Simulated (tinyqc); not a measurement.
Worked calculation: Hubbard chain of 4 sites. Computed by tinyqc, a small Python program that keeps every step. Settings: hopping = 1.23, U = 6.9, mixing = 1, iteration cap = 53. Command: `OMP_NUM_THREADS=1 python tinyqc.py 27835 27836 out.jsonl` (the two numbers bound the seeds that draw the settings). One thread of a shared host (Intel(R) Xeon(R) Processor @ 2.60GHz), about 0.2 s of CPU time with the checks.

one-body matrix (hopping and site energies) (eV):
```
           1          2          3          4
1  -0.250000  -1.230000   0.000000   0.000000
2  -1.230000  -0.650000  -1.230000   0.000000
3   0.000000  -1.230000  -0.770000  -1.230000
4   0.000000   0.000000  -1.230000  -0.690000
```

U = 6.900000 eV

electrons, up and down: 2  2

n(up) at the start (a guess, not normalised): 1 0.500000, 2 0.500000, 3 0.500000, 4 0.500000

n(down) at the start (a guess): 1 0.500000, 2 0.500000, 3 0.500000, 4 0.500000

Each step fills the lowest levels of T + U n(other spin) and sets n(new) = n + mixing (n(out) - n); stop when output and input agree to 1e-8.

Course of the cycle:
```
iteration       E (eV)  largest |n(out) - n(in)|  mean |n_up - n_down|
1          -0.89761107                  1.02e-01              0.000000
2          -0.35624162                  2.62e-01              0.000000
3           1.73148124                  5.36e-01              0.000000
4           5.47718710                  8.15e-01              0.000000
5           6.78975044                  9.06e-01              0.000000
6           7.82177056                  9.30e-01              0.000000
7           7.39743178                  9.34e-01              0.000000
8           7.94778220                  9.36e-01              0.000000
9           7.42114734                  9.36e-01              0.000000
10          7.95235270                  9.36e-01              0.000000
11          7.42198855                  9.36e-01              0.000000
...                ...                       ...                   ...
43          7.42201940                  9.36e-01              0.000000
44          7.95252083                  9.36e-01              0.000000
45          7.42201940                  9.36e-01              0.000000
46          7.95252083                  9.36e-01              0.000000
47          7.42201940                  9.36e-01              0.000000
48          7.95252083                  9.36e-01              0.000000
49          7.42201940                  9.36e-01              0.000000
50          7.95252083                  9.36e-01              0.000000
51          7.42201940                  9.36e-01              0.000000
52          7.95252083                  9.36e-01              0.000000
53          7.42201940                  9.36e-01              0.000000
```

Can the last value be used, and what does the course show?

Not by the stop rule. Not converged within 53 iterations: the residual has stopped falling: the iteration swings between two states. The lowest mean-field energy found from random starts is -3.64839 eV. Reruns (cap 100 unless said): mixing 0.2: converged in 41 to a higher stationary point (E = -0.97429); mixing 0.5: not converged; mixing 0.9: not converged; the original settings with a cap of 400: not converged.
